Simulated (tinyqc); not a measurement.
# Floating body of a partially depleted SOI transistor: body voltage and kink: two studies

Source at 0 V. Channel current Ic = 2 nf K Vt^2 [F(0) - F(Vd)](1 + la Vd), F(V) = ln^2(1 + exp((Vg - VT - nf V)/(2 nf Vt))), VT = VT0 - gb Vb. Saturation voltage Vs = 2 Vt sqrt(F(0)) + 3 Vt, excess Ve = (Vd - Vs + sqrt((Vd - Vs)^2 + 0.0004 V^2))/2, multiplication M1 = Ai Ve exp(-Bl/Ve). Each junction passes D(v) = J1 (exp(v/Vt) - 1) + J2 (exp(v/(2 Vt)) - 1). Bipolar current Ib = bb J1 (exp(Vb/Vt) - 1). The body settles where M1 (Ic + Ib) = D(Vb) + D(Vb - Vd) + Vb/Rb; drain current Id = (1 + M1)(Ic + Ib) - D(Vb - Vd).

Inputs (values chosen for the exercise); values of the order met in partially depleted silicon-on-insulator transistors: temperature T = 358 K; threshold at zero body voltage VT0 = 0.33 V; fall of the threshold per volt of body voltage gb = 0.12; slope factor nf = 1.26; gain factor per width K = 270 uA/(V^2 um); channel-length modulation factor la = 0.03 1/V; impact-ionisation prefactor Ai = 1.78 1/V; impact-ionisation voltage Bl = 5.6 V; diffusion saturation current of each junction J1 = 8.7e-12 uA/um; recombination saturation current of each junction J2 = 7.1e-7 uA/um; gain of the lateral bipolar transistor on the diffusion current bb = 3; resistance of a weak body tie to the source (1e9 stands for no tie, and the term is then dropped) Rb = 10000 kohm um; gate voltage Vg = 0.24 V; drain voltage Vd = 2.3 V.

Constants: q = 1.602176634e-19 C, kB = 1.380649e-23 J/K, Vt = kB T/q. Results are converted to the units shown.

Each table varies one quantity; the others keep the values above.

## Output curve and kink

Rows with more than one solution for Vb (latch) are left out; dId/dVd by a forward difference over 1e-4 V, swing = 1e-4 V over the change of log10 Id; M1 under 1e-12 is printed as 0.

Output curve and kink:

| Vd (V) | Vb (V) | M1 | Id, floating (uA/um) | Id, grounded (uA/um) | ratio | dId/dVd, floating (uS/um) | dId/dVd, grounded (uS/um) |
|---|---|---|---|---|---|---|---|
| 0.8 | 1.906e-4 | 3.705e-4 | 0.04955 | 0.04953 | 1.001 | 0.002018 | 0.001693 |
| 1 | 0.001481 | 0.002948 | 0.05014 | 0.04994 | 1.004 | 0.004312 | 0.002656 |
| 1.2 | 0.005821 | 0.01143 | 0.05146 | 0.05066 | 1.016 | 0.009394 | 0.004689 |
| 1.4 | 0.01574 | 0.02994 | 0.05414 | 0.05189 | 1.043 | 0.01803 | 0.007743 |
| 1.6 | 0.03436 | 0.06182 | 0.05902 | 0.05381 | 1.097 | 0.03191 | 0.01156 |
| 1.8 | 0.06652 | 0.1092 | 0.06758 | 0.05654 | 1.195 | 0.05631 | 0.01586 |
| 2 | 0.1231 | 0.1730 | 0.08351 | 0.06017 | 1.388 | 0.1127 | 0.02039 |
| 2.2 | 0.2534 | 0.2525 | 0.1259 | 0.06471 | 1.946 | 0.4463 | 0.02499 |

Vb rises from 1.91e-4 to 0.253 V and the ratio of the currents rises from 1.00 to 1.95. The output conductance with a floating body exceeds the grounded value by the largest factor among the rows, 17.9, at Vd = 2.2 V, where Vb = 0.253 V and M1 = 0.253.

## Transfer curve and swing

Same model as above.

Result of one run:

| Vg (V) | Vb (V) | M1 | Id, floating (uA/um) | Id, grounded (uA/um) | ratio | swing, floating (mV/decade) | swing, grounded (mV/decade) |
|---|---|---|---|---|---|---|---|
| 0.28 | 0.7227 | 0.2822 | 1.312 | 0.1603 | 8.183 | 76.00 | 110.3 |

What becomes of these results when the gate voltage Vg is changed from 0.28 to 0.68 V, all else the same?

Result of the changed run:

| Vg (V) | Vb (V) | M1 | Id, floating (uA/um) | Id, grounded (uA/um) | ratio | swing, floating (mV/decade) | swing, grounded (mV/decade) |
|---|---|---|---|---|---|---|---|
| 0.68 | 0.8401 | 0.1594 | 47.34 | 16.76 | 2.825 | 775.0 | 427.6 |

The whole series:

| Vg (V) | Vb (V) | M1 | Id, floating (uA/um) | Id, grounded (uA/um) | ratio | swing, floating (mV/decade) | swing, grounded (mV/decade) |
|---|---|---|---|---|---|---|---|
| -0.12 | 2.722e-5 | 0.3108 | 9.198e-6 | 9.197e-6 | 1.000 | 97.13 | 97.13 |
| -0.02 | 2.686e-4 | 0.3105 | 1.111e-4 | 1.110e-4 | 1.001 | 90.52 | 90.59 |
| 0.08 | 0.003358 | 0.3097 | 0.001418 | 0.001404 | 1.010 | 90.45 | 91.37 |
| 0.18 | 0.04432 | 0.3065 | 0.01890 | 0.01663 | 1.136 | 84.11 | 95.87 |
| 0.28 | 0.7227 | 0.2822 | 1.312 | 0.1603 | 8.183 | 76.00 | 110.3 |
| 0.38 | 0.7963 | 0.2521 | 8.817 | 1.005 | 8.771 | 197.8 | 147.3 |
| 0.48 | 0.8213 | 0.2197 | 20.47 | 3.692 | 5.543 | 374.0 | 216.6 |
| 0.58 | 0.8335 | 0.1884 | 33.56 | 8.943 | 3.753 | 573.4 | 313.8 |
| 0.68 | 0.8401 | 0.1594 | 47.34 | 16.76 | 2.825 | 775.0 | 427.6 |

Vb rises from 2.72e-5 to 0.840 V. The smallest swing among the rows is 76.0 mV a decade with a floating body (at Vg = 0.28 V) and 90.6 with a grounded one; Vt ln 10 = 71.0. The floating swing is smaller by more than 3 % for Vg = 0.18, 0.28 V, where the rising Vb lowers the threshold as Vg rises. In the first row the floating body raises the current by a factor of 1.00.

Range of the model: The multiplication law is an empirical form chosen for the exercise; self-heating and capacitive coupling to the body are left out, and the linear laws are rough once Vb passes about 0.7 V or M1 about 0.1.

tinyqc, about 0.2 s, one thread, Intel Xeon 2.30GHz (shared host): `OMP_NUM_THREADS=1 python tinyqc.py 2182020 2182021 out.jsonl`
